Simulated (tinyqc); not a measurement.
# Changing the pipe length l

Model: gas flow in a process chamber: flow regimes, conductance, effective pumping speed, pump-down, outgassing and purge. Computed by tinyqc, a small Python program. Command: `OMP_NUM_THREADS=1 python tinyqc.py 3121551 3121552 out.jsonl pump sweep`. One thread of a shared host (Intel(R) Xeon(R) Processor @ 2.30GHz), about 0.01 s of CPU time with the checks.

Ideal gas, isothermal flow, a pump of constant speed at the end of a round pipe; process gas, volume gas and outgassing are given the same properties. 1 sccm = 101325 Pa x 1e-6 m^3/60 s x T/273.15 K.

Inputs (values chosen for the exercise, modelled on water vapour near room temperature):
```
quantity            value           unit
molar mass M        18.02          g/mol
molecular diameter   0.46             nm
viscosity eta         9.9  micropascal s
temperature T         300              K
chamber volume V       26              L
pipe diameter d         4             cm
pump speed S           41            L/s
process gas flow       48           sccm
```

Constants: k_B = 1.380649e-23 J/K; u = 1.6605390666e-27 kg.

Method:
- Mean speed c = sqrt(8 k_B T/(pi m)); aperture conductance C_a = c pi d^2/16; molecular pipe C_m = C_a/(1 + 3 l/(4 d)) (Dushman form); viscous pipe C_v = pi d^4 p_mean/(128 eta l); Knudsen interpolation C = C_v + C_m (1 + x)/(1 + 1.24 x), x = d p_mean sqrt(m/(k_B T))/eta.
- Effective speed 1/S_eff = 1/S + 1/C_m; time constant V/S_eff; pressure at which the free path k_B T/(sqrt2 pi d_m^2 p) equals d.
- Steady flow: the pump inlet is at p_2 = Q/S, and the chamber pressure p_1 solves Q = C((p_1 + p_2)/2) (p_1 - p_2). Residence time = p_1 V/Q.
- Knudsen number = free path at the mean pressure over d.

One run for each value:
```
pipe length l (cm)  C_m (L/s)  S_eff in molecular flow (L/s)  chamber pressure p_1 (Pa)
2                      135.65                         31.484                      2.280
4.3                    103.26                         29.348                      2.383
9.5                     67.06                         25.444                      2.588
21                      37.78                         19.661                      2.991
45                      19.76                         13.335                      3.718
97                       9.72                          7.858                      5.009
210                      4.62                          4.152                      7.161
460                      2.14                          2.032                     10.612
1000                     0.99                          0.966                     15.838
```

Over the rows, C_m (L/s) falls from 136 to 0.989 (exponent d ln y / d ln x -0.36 between the first rows and -0.99 between the last); S_eff in molecular flow (L/s) falls from 31.5 to 0.966 (exponent d ln y / d ln x -0.092 between the first rows and -0.96 between the last); chamber pressure p_1 (Pa) rises from 2.28 to 15.8 (exponent d ln y / d ln x 0.058 between the first rows and 0.52 between the last).
